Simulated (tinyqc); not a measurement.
# Worked calculation: disorder broadening of a semi-elliptic band in the self-consistent Born approximation

Numbers from tinyqc (`OMP_NUM_THREADS=1 python tinyqc.py 2720044 2720045 out.jsonl`; about 0.01 s on one thread of a shared Intel Xeon 2.30GHz). Printed values are rounded.

The local Green function is G = g0(z - Sigma) with z = E + i eta and g0(z) = (z - sqrt(z - 2t) sqrt(z + 2t))/(2 t^2), principal roots; the self-energy is Sigma = D G. The density of states is -Im G/pi.

Values chosen for this exercise:
- t = 1 eV (hopping)
- D = 0.67 eV^2 (variance of the random site energy)
- eta = 0.001 eV (bare broadening)
- E = 0.287 eV (energy from the band centre)
- mix = 0.5 (mixing)

Constants: q = 1.602176634e-19 C, hbar = 1.054571817e-34 J s. Results are converted to the units shown.

Range of the model: The self-consistent Born approximation misses band tails from rare fluctuations and localisation.

## Iteration 1: Born step

Sigma at the start = 0.00000+0.00000i eV

G = g0(z - Sigma), Sigma(out) = D G, Sigma(new) = Sigma + mix (Sigma(out) - Sigma).

G = 0.143427-0.989150i 1/eV
Sigma(out) = 0.096096-0.662731i eV
Sigma after iteration 1 = 0.048048-0.331365i eV

Sigma(out) of this first step, from Sigma = 0, is the plain (first) Born approximation.

## Iteration 2: Born step

As before.

G = 0.099756-0.840659i 1/eV
Sigma(out) = 0.066837-0.563242i eV
Sigma after iteration 2 = 0.057442-0.447304i eV

## Iteration 3: Born step

As before.

G = 0.089523-0.794528i 1/eV
Sigma(out) = 0.059980-0.532333i eV
Sigma after iteration 3 = 0.058711-0.489819i eV

## Course of the iteration

Stop when |Sigma(out) - Sigma| is below 1e-10 eV, or after 300 iterations; the start is Sigma = 0.

Course of the iteration:
```
iteration  Re Sigma (eV)  Im Sigma (eV)  |Sigma(out) - Sigma| (eV)
1              0.0480482      -0.331365                      0.670
2              0.0574424      -0.447304                      0.233
3              0.0587113      -0.489819                     0.0851
4              0.0584271      -0.505634                     0.0316
5              0.0580433      -0.511540                     0.0118
6              0.0577962      -0.513745                    4.44e-3
7              0.0576649      -0.514568                    1.67e-3
8              0.0576013      -0.514874                    6.25e-4
9              0.0575720      -0.514988                    2.35e-4
...                  ...            ...                        ...
16             0.0575495      -0.515055                    2.47e-7
17             0.0575495      -0.515055                    9.28e-8
18             0.0575494      -0.515055                    3.48e-8
19             0.0575494      -0.515055                    1.31e-8
20             0.0575494      -0.515055                    4.91e-9
21             0.0575494      -0.515055                    1.84e-9
22             0.0575494      -0.515055                   6.93e-10
23             0.0575494      -0.515055                   2.60e-10
24             0.0575494      -0.515055                   9.77e-11
```

Converged in 24 iterations. At the solution d Sigma(out)/d Sigma = -0.250-0.035i, so the error shrinks by |1 - mix + mix times that| = 0.375 a step.

## Density of states and lifetime

converged Sigma = 0.057549-0.515055i eV

G = Sigma/D, density of states -Im G/pi, lifetime hbar/(2 |Im Sigma|); without disorder the density of states is -Im g0(z)/pi. Closed form: G = (z - sqrt(z^2 - 4 (t^2 + D)))/(2 (t^2 + D)) with the root that gives Im G < 0; for eta -> 0 a semi-ellipse of half-width 2 sqrt(t^2 + D).

density of states = 0.244697 1/eV
lifetime = 0.638973 fs
density of states without disorder = 0.314856 1/eV

Disorder makes the density of states at this energy 22 % below the clean value.
